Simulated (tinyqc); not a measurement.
Sheet resistance and Hall data of a diffused or implanted layer: one step, computed by the program tinyqc.

Carriers are taken equal to the net active doping down to the junction (full ionisation, which deep dopants in wide-gap hosts do not reach; no spill-over, no depletion), and the Hall factor is 1.

Question. Profile. N(x) = N_0 erfc(x/l), dose N_0 l/sqrt(pi), junction x_j = l erfc^-1(N_B/N_0). Mobility mu = mu_min + (mu_max - mu_min)/(1 + (N_t/N_ref)^alpha), N_t = active doping + N_B; carriers n = active doping - N_B, all dopants active. sigma = e n mu.

Inputs (values chosen for the exercise, modelled on arsenic in silicon):
```
quantity,value,unit
mu_min,50.9,cm^2/(V s)
mu_max,1420,cm^2/(V s)
N_ref,9.9e+16,1/cm^3
exponent alpha,0.7,-
peak concentration N_0,1.7e+19,1/cm^3
length scale l,57,nm
background doping N_B (opposite type),1.7e+14,1/cm^3
```

Profile: complementary error function. Activation: complete.

Constants: e = 1.602176634e-19 C.

Give: Depth, doping, carriers, mobility and conductivity at 2, 10, 20, 35, 50, 65, 80, 90 and 98 % of the layer.

Answer.

Depth, doping, carriers, mobility and conductivity at 2, 10, 20, 35, 50, 65, 80, 90 and 98 % of the layer:
```
x (nm),N (1/cm^3),n (1/cm^3),mu (cm^2/(V s)),sigma (S/cm)
3.6,1.580e+19,1.580e+19,89,2.256e+02
17.8,1.120e+19,1.120e+19,99,1.779e+02
35.6,6.409e+18,6.409e+18,121,1.243e+02
62.3,2.076e+18,2.076e+18,196,6.528e+01
89.0,4.625e+17,4.623e+17,398,2.949e+01
115.7,6.952e+16,6.935e+16,819,9.102e+00
142.4,6.965e+15,6.795e+15,1233,1.342e+00
160.2,1.194e+15,1.024e+15,1355,2.223e-01
174.5,2.548e+14,8.484e+13,1391,1.890e-02
```

The mobility varies by a factor 15.6 across these points and the conductivity by 11900.
